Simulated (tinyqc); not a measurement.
Band edges of strained Si(1-x)Ge(x) on relaxed Si(1-y)Ge(y), step by step. Values are carried at full precision from step to step, so a last printed digit may differ when a step is redone from the rounded ones.

Values are linear in the Ge fraction but for ED(x) = linear - CD x (1 - x) and a(x) = linear - Ca x (1 - x). Energies are on the common scale of Ev.

Values chosen for the exercise (end members near Si and Ge, in this order; not measured data): a = (5.435, 5.663) angstrom (lattice constant); Dso = (0.044, 0.293) eV (spin-orbit splitting); av = (2.43, 1.23) eV (valence hydrostatic potential); b = (-2.13, -2.53) eV (tetragonal shear potential); d = (-4.79, -5.38) eV (trigonal shear potential); C11 = (168, 127.8) GPa; C12 = (64.6, 47.6) GPa; C44 = (78.6, 67.5) GPa; Ev = (0, 0.72) eV (top of the unstrained valence band); ED = (1.16, 0.94) eV (gap to the Delta valleys); EL = (1.991, 0.751) eV (gap to the L valleys); aD = (1.62, 1.34) eV (hydrostatic potential of the Delta gap); aL = (-3.11, -2.83) eV (hydrostatic potential of the L gap); XuD = (9.33, 9.27) eV (uniaxial potential, Delta); XuL = (15.65, 15.02) eV (uniaxial potential, L); CD = 0.177 eV (bowing of the Delta gap); Ca = 0.028 angstrom (bowing of the lattice constant); x = 0 (Ge fraction of the layer); y = 0.22 (Ge fraction of the relaxed buffer); face = 001 (growth face).

## Values of the layer and the buffer

Interpolate at x and at y.

Interpolated values (a in angstrom, C11, C12, C44 in GPa, all else in eV):
```
symbol      layer     buffer
a         5.43500    5.48036
Dso       0.04400    0.09878
av        2.43000    2.16600
b        -2.13000   -2.21800
d        -4.79000   -4.91980
C11     168.00000  159.15600
C12      64.60000   60.86000
C44      78.60000   76.15800
Ev        0.00000    0.15840
ED        1.16000    1.08123
EL        1.99100    1.71820
aD        1.62000    1.55840
aL       -3.11000   -3.04840
XuD       9.33000    9.31680
XuL      15.65000   15.51140
```

## Strain of the layer on a (001) buffer

Coherent growth on a (001) face: e_par = (a(y) - a(x))/a(x), e_perp = -2 (C12/C11) e_par; exx = eyy = e_par, ezz = e_perp, no shear.

Use the elastic constants of the layer.

e_par = 0.008345
e_perp = -0.006418

strain tensor in the cubic axes, rows x, y, z and columns alike:
```
[[0.008345, 0.000000, 0.000000],
 [0.000000, 0.008345, 0.000000],
 [0.000000, 0.000000, -0.006418]]
```

The layer is under tension in the plane; its volume changes by +1.027 %.

## Conduction valleys of the layer

A valley with unit axis u lies at Ev + gap + (av + a_valley) tr(e) + Xu (u.e.u - tr(e)/3); the Delta axes are x, y, z and the L axes [111], [1-1-1], [-11-1], [-1-11]. The second-order shift of the Delta valleys under shear is left out; it lowers the pair normal to the sheared plane by tens of meV at a shear of 1 %.

Give the hydrostatic shifts, the uniaxial shifts and the edges.

hydrostatic shifts of Delta and L (eV): [0.0416, -0.0070]

uniaxial shifts (eV): Delta x 0.0459, Delta y 0.0459, Delta z -0.0918, L [111] 0.0000, L [1-1-1] 0.0000, L [-11-1] 0.0000, L [-1-11] 0.0000

valley edges (eV): Delta x 1.2475, Delta y 1.2475, Delta z 1.1098, L [111] 1.9840, L [1-1-1] 1.9840, L [-11-1] 1.9840, L [-1-11] 1.9840

The lowest set is Delta2 (the digit counts whole valleys) at 1.1098 eV; the Delta valleys spread over 138 meV and the L valleys over 0 meV.

## Valence edges of the layer

Valence edges: Ev plus the levels of the 6 x 6 matrix of X, Y, Z times spin with -Dso/3 + l exx + m (eyy + ezz) on the diagonal (cyclic), n exy off it, l = av + 2 b, m = av - b, n = sqrt(3) d. Spin-orbit term (Dso/3) L.sigma on X, Y, Z with (L_k)_ij = -i epsilon_kij: <X+|H|Y+> = -i Dso/3, <X+|H|Z-> = Dso/3, <Y+|H|Z-> = -i Dso/3, <Z+|H|X-> = -Dso/3, <Z+|H|Y-> = i Dso/3, <X-|H|Y-> = i Dso/3, and their conjugates; + and - are the spin along z.

Give the strain block and the three twofold edges.

strain block (eV), rows X, Y, Z and columns alike:
```
[[-0.0065, 0, 0],
 [0, -0.0065, 0],
 [0, 0, 0.0879]]
```

edges from the top (eV): [0.0770, -0.0065, -0.0396]

The top two edges are split by 83 meV.

## Gap and offsets against the buffer

Buffer: Ev(y) and Ec = Ev(y) + min(ED, EL). dEc = Ec(buffer) - Ec(layer), dEv = Ev(layer) - Ev(buffer); positive values confine the carrier in the layer; type I if both have one sign.

gap of the strained layer = 1.0328 eV
gap of the buffer = 1.0812 eV
dEc = 0.1298 eV
dEv = -0.0814 eV

Type II: electrons collect in the layer (130 meV) and holes in the buffer (81 meV). The relaxed layer would have a gap of 1.160 eV, so strain has moved it by -127 meV.

## Checks

- Mean of the three Delta edges against the hydrostatic shift alone (eV): both 1.20160.

tinyqc: `OMP_NUM_THREADS=1 python tinyqc.py 1050189 1050190 out.jsonl`; about 0.02 s, one thread, shared Intel(R) Xeon(R) Processor @ 2.30GHz.
